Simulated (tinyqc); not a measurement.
Rotating the field: cyclotron resonance of ellipsoidal valleys, Si type.

Valleys along [100], [010], [001] (each with its opposite partner), mass ml along the axis and mt across it. B lies in the (1-10) plane, b = (sin(theta)/sqrt2, sin(theta)/sqrt2, cos(theta)). For the angle phi between B and the axis, 1/mc^2 = cos^2(phi)/mt^2 + sin^2(phi)/(mt ml). Resonance: h nu = 2 muB B/mc, h = 2 pi hbar.

Parameters, chosen for this exercise (out of a larger set: near those of Si; not measured data):
- ml = 0.941 m0 (longitudinal mass)
- mt = 0.199 m0 (transverse mass)
- ths = (0, 20, 35, 50, 65, 80, 90) degrees (angles)

mc against theta; [100] and [010] stay equal in this plane.

Cyclotron masses (m0):
```
theta (degrees)   [100]   [001]
0                0.4327  0.1990
20               0.3921  0.2089
35               0.3407  0.2312
50               0.2990  0.2715
65               0.2720  0.3353
80               0.2582  0.4103
90               0.2557  0.4327
```

All valleys give one line at theta = 54.7 degrees, B along [111], with mc = 0.2889. The [001] pair goes from mt to sqrt(ml mt), a factor 2.17; the other four only fall from sqrt(ml mt) to 0.2557, since their angle to B never drops below 45 degrees.

Computed by tinyqc, a small Python program: `OMP_NUM_THREADS=1 python tinyqc.py 1252355 1252356 out.jsonl` (the numbers bound the seed that draws the inputs); one thread of a shared host (Intel(R) Xeon(R) Processor @ 2.30GHz), about 0.01 s for the whole set of steps.
